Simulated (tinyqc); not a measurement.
# Composition from the perpendicular lattice constant

Inverse problem. The layer is x parts of the first compound and 1 - x of the second, grown coherently on the third as substrate and barrier. Rows of the table: lattice constant a, average valence level Ea on an absolute scale, spin-orbit splitting so, gaps at Gamma, X and L, hydrostatic deformation potentials av and ac (Gamma), shear potential b, elastic constants, electron and heavy-hole (along z) masses. All are interpolated linearly in x; gaps get -C x (1 - x), taken wholly in the conduction band; real line-ups can differ from this model by 0.1 eV or more. In-plane strain e = (a_substrate - a)/a, e_z = -2 (c12/c11) e, volume change 2 e + e_z. X-ray diffraction gives a_z = a (1 + e_z) of the coherent layer. Find x, e and the relaxed Gamma gap.

Inputs (values chosen for the exercise):
```
symbol  value  unit                  meaning
CG      0.477    eV  bowing of the Gamma gap
CX        1.4    eV      bowing of the X gap
CL       0.33    eV      bowing of the L gap
```

Binary compounds, values chosen for the exercise:

|  | close to InAs | close to GaAs | close to InP |
|---|---|---|---|
| a (angstrom) | 6.058 | 5.653 | 5.869 |
| Ea (eV) | -6.67 | -6.92 | -7.04 |
| so (eV) | 0.376 | 0.337 | 0.111 |
| EG (eV) | 0.358 | 1.44 | 1.35 |
| EX (eV) | 1.36 | 1.91 | 2.2 |
| EL (eV) | 1.07 | 1.7 | 1.9 |
| av (eV) | 1 | 1.16 | 1.28 |
| ac (eV) | -5.09 | -7.16 | -5.07 |
| b (eV) | -1.79 | -1.7 | -1.72 |
| c11 (GPa) | 83.5 | 120 | 101 |
| c12 (GPa) | 44.9 | 54.3 | 56.5 |
| me (m0) | 0.0231 | 0.0676 | 0.0799 |
| mh (m0) | 0.326 | 0.352 | 0.53 |

lattice constant along the growth direction = 5.88238753 angstrom

Answer. a_z changes steadily with x, about (1 + 2 c12/c11) times as fast as the relaxed lattice constant, so one composition matches.

x = 0.550
e = -0.115 %
relaxed Gamma gap = 0.727 eV

Computed by the program tinyqc: `OMP_NUM_THREADS=1 python tinyqc.py 2690156 2690157 out.jsonl`, one thread of a shared Intel Xeon 2.30GHz, about 0.01 s for the whole run.
